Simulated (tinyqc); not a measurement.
Worked calculation: averaged masses of warped heavy- and light-hole bands. Values are carried at full precision from step to step, so a last printed digit may differ when a step is redone from the rounded ones.

Constants: Ry = 13.60569312 eV; a0 (Bohr radius) = 0.5291772105 angstrom; kB = 8.617333262e-05 eV/K; hbar^2/2m0 = 3.80998211 eV angstrom^2.

Values chosen for the exercise (near those of GaSb; the results hold for these values, not for the real material): g1 = 13.45 (Luttinger gamma1); g2 = 4.72 (gamma2); g3 = 5.96 (gamma3); eps = 15.81 (dielectric constant); mso = 0.123 m0 (split-off mass); Dso = 0.748 eV (spin-orbit splitting); T = 200 K (temperature).

## Other forms of the parameters

Dresselhaus-Kip-Kittel form E = c [A k^2 -/+ sqrt(B^2 k^4 + C^2 (kx^2 ky^2 + ky^2 kz^2 + kz^2 kx^2))] with A = g1, B = 2 g2, C^2 = 12 (g3^2 - g2^2). Spherical form: mu = (6 g3 + 4 g2)/(5 g1), delta = (g3 - g2)/g1, masses 1/(g1 (1 -/+ mu)). Effective rydberg R* = Ry/(g1 eps^2) and radius a* = a0 g1 eps.

A, B, |C|: [13.450, 9.440, 12.606]

mu, delta: [0.8125, 0.0922]

spherical masses, heavy and light (m0): [0.3965, 0.0410]

R* = 4.05 meV
a* = 112.5 angstrom

delta/mu = 0.11 measures the warping against the spherical splitting.

## Masses along six directions

Four-band hole energies E = c k^2 f(u), c = hbar^2/2m0, f = g1 -/+ 2 sqrt(g2^2 + 3 (g3^2 - g2^2) s), s = ux^2 uy^2 + uy^2 uz^2 + uz^2 ux^2 for the unit vector u; minus for heavy, plus for light holes; the mass along u is 1/f.

Give s and both masses.

Masses (m0):
```
direction        s   heavy   light
[100]      0.00000  0.2494  0.0437
[110]      0.25000  0.4764  0.0403
[111]      0.33333  0.6536  0.0394
[310]      0.09000  0.3048  0.0423
[311]      0.15702  0.3610  0.0414
[321]      0.25000  0.4764  0.0403
```

The heavy mass grows by a factor of 2.62 from [100] to [111] while the light one shrinks by 10 %; 1/m_heavy + 1/m_light = 2 g1 in every direction.

## Density-of-states masses from three directions

m_d^(3/2) is the angular mean of m(u)^(3/2). The rule mean = (10 F[100] + 16 F[110] + 9 F[111])/35 is exact for cubic harmonics up to sixth order. Total m_d = (m_h^(3/2) + m_l^(3/2))^(2/3).

m^(3/2):
```
direction    heavy    light
[100]      0.12453  0.00913
[110]      0.32882  0.00810
[111]      0.52840  0.00783
```

m_d heavy, light (m0): [0.4696, 0.0411]

total = 0.4776 m0
share of light holes = 2.5 %

## Averages on a grid

Grid: n x n midpoints in cos(theta) from 0 to 1 and phi from 0 to pi/2, equal weights. m_d = <f^(-3/2)>^(2/3). Conductivity mass for one scattering time: 1/m_c = <|w|^2 f^(-5/2)>/<f^(-3/2)> with w = grad_k(k^2 f)/(2 k), that is |w|^2 = f^2 + |angular gradient of f|^2/4.

Use n = 40.

m_d heavy, light (m0): [0.4370, 0.0410]

m_c heavy, light (m0): [0.3363, 0.0408]

The three-direction rule differs from the grid by +7.46 % for heavy holes. Warping makes m_c of the heavy holes 23 % smaller than m_d; on a sphere the two are equal.

## Effective density of states

Nv = 2 (kT/(4 pi c))^(3/2) [m_h^(3/2) + m_l^(3/2) + mso^(3/2) exp(-Dso/kT)], c = hbar^2/2m0, parabolic bands, m_h and m_l the density-of-states masses from the grid; 1 angstrom^-3 = 1e24 cm^-3.

prefactor = 1.3660e+19 cm^-3

the three terms: [0.28884, 0.00829, 0.00000]

Nv = 4.059e+18 cm^-3

shares (%): [97.2, 2.8, 0.0]

kT/Dso = 0.02, small enough for the four-band form.

## Checks

- m_d and m_c of heavy holes for g2 = g3 against 1/(g1 - 2 g3): they agree to 1e-10 or better.
- m_d of heavy holes on grids of 40 and 160: 0.4370 against 0.4369.

Computed by tinyqc, a small Python program: `OMP_NUM_THREADS=1 python tinyqc.py 1080858 1080859 out.jsonl` (the numbers bound the seed that draws the inputs); one thread of a shared host (Intel(R) Xeon(R) Processor @ 2.30GHz), about 0.03 s for the whole set of steps.
